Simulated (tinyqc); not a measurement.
Gamma, L and X subbands of a thin body with non-parabolic valleys: one step. Subband edges. Four cases, with inputs chosen for the exercise.

Problem. n = 1 to 8 for each group; list the ten lowest.

Hard walls, flat band, c = hbar^2/2m0, energies from the bulk Gamma edge. For a valley at angle theta to the normal 1/m_z = cos^2/ml + sin^2/mt and m_d = sqrt(ml mt^2/m_z). Subband n starts at E_v + e with e (1 + a e) = c (n pi/t)^2/m_z, and its density-of-states mass is taken as m_d (1 + 2 a e), without further growth at higher in-plane energy. Groups are named by valley and degeneracy.

Constants: hbar^2/2m0 = 3.80998211 eV angstrom^2.

Give: Subbands.

Case 1.

Values chosen (out of a larger set: near those of a thin GaSb channel; not measured data): t = 84 angstrom (body thickness).

Groups:
```
group  g  E_v (eV)       m_z       m_d  a (1/eV)
G1     1   0.00000  0.038800  0.038800    1.1400
L4     4   0.04800  0.140302  0.296285    0.3600
X1     1   0.32100  1.541000  0.225000    0.3600
X2     2   0.32100  0.225000  0.588834    0.3600
```

Solution.

Subbands:
```
subband  g  E (eV)  DOS mass
L4 n=1   4  0.0855    0.3043
G1 n=1   1  0.1207    0.0495
L4 n=2   4  0.1924    0.3271
X1 n=1   1  0.3245    0.2256
X1 n=2   1  0.3348    0.2272
X2 n=1   2  0.3445    0.5988
X1 n=3   1  0.3518    0.2300
L4 n=3   4  0.3558    0.3619
X1 n=4   1  0.3753    0.2338
G1 n=2   1  0.3826    0.0726
```

The lowest subband is L4 n=1, 35 meV below G1 n=1; in the bulk the lowest valley is Gamma.

Case 2.

Values chosen (out of a larger set: near those of a thin InAs channel; not measured data): t = 66 angstrom (body thickness).

Groups:
```
group  g  E_v (eV)       m_z       m_d  a (1/eV)
G1     1   0.00000  0.025900  0.025900    2.3200
L1     1   0.70900  0.644000  0.049000    0.4800
L3     3   0.70900  0.054606  0.168275    0.4800
X3     3   1.03400  0.229425  0.364772    0.4800
```

Solution.

Subbands:
```
subband  g  E (eV)  DOS mass
G1 n=1   1  0.2205    0.0524
G1 n=2   1  0.5726    0.0947
L1 n=1   1  0.7223    0.0496
L1 n=2   1  0.7613    0.0515
L1 n=3   1  0.8234    0.0544
L3 n=1   3  0.8566    0.1921
L1 n=4   1  0.9050    0.0582
G1 n=3   1  0.9418    0.1391
L1 n=5   1  1.0027    0.0628
X3 n=1   3  1.0710    0.3777
```

The lowest subband is G1 n=1, 352 meV below G1 n=2; in the bulk the lowest valley is Gamma.

Case 3.

Values chosen (out of a larger set: near those of a thin GaAs channel; not measured data): t = 52 angstrom (body thickness).

Groups:
```
group  g  E_v (eV)       m_z       m_d  a (1/eV)
G1     1   0.00000  0.067900  0.067900    0.5600
L2     2   0.29700  0.208875  0.228747    0.3800
L2'    2   0.29700  0.075000  0.381739    0.3800
X2     2   0.41600  0.379919  0.406310    0.3800
X1     1   0.41600  0.224000  0.529150    0.3800
```

Solution.

Subbands:
```
subband  g  E (eV)  DOS mass
G1 n=1   1  0.1855    0.0820
L2 n=1   2  0.3620    0.2400
X2 n=1   2  0.4521    0.4175
L2' n=1  2  0.4709    0.4322
X1 n=1   1  0.4767    0.5536
L2 n=2   2  0.5407    0.2711
X2 n=2   2  0.5551    0.4493
G1 n=2   1  0.6105    0.1143
X1 n=2   1  0.6445    0.6210
X2 n=3   2  0.7121    0.4977
```

The lowest subband is G1 n=1, 176 meV below L2 n=1; in the bulk the lowest valley is Gamma.

Case 4.

Values chosen (out of a larger set: near those of a thin Ge channel; not measured data): t = 84 angstrom (body thickness).

Groups:
```
group  g  E_v (eV)       m_z       m_d  a (1/eV)
G1     1   0.00000  0.038000  0.038000    1.0400
L4     4  -0.14300  0.124177  0.303965    0.4600
X2     2   0.04100  0.885000  0.190000    0.4600
X4     4   0.04100  0.190000  0.410061    0.4600
```

Solution.

Subbands:
```
subband  g   E (eV)  DOS mass
L4 n=1   4  -0.1009    0.3157
L4 n=2   4   0.0169    0.3487
X2 n=1   2   0.0470    0.1910
X2 n=2   2   0.0648    0.1942
X4 n=1   4   0.0687    0.4205
X2 n=3   2   0.0939    0.1992
G1 n=1   1   0.1242    0.0478
X2 n=4   2   0.1334    0.2062
X4 n=2   4   0.1479    0.4504
X2 n=5   2   0.1824    0.2147
```

The lowest subband is L4 n=1, 118 meV below L4 n=2; in the bulk the lowest valley is L.

Computed by tinyqc, one run a case: `OMP_NUM_THREADS=1 python tinyqc.py N N+1 out.jsonl` with N = 1281415, 1281477, 1281635, 1281675; one thread of a shared Intel(R) Xeon(R) Processor @ 2.30GHz, about 0.07 s a run at most.
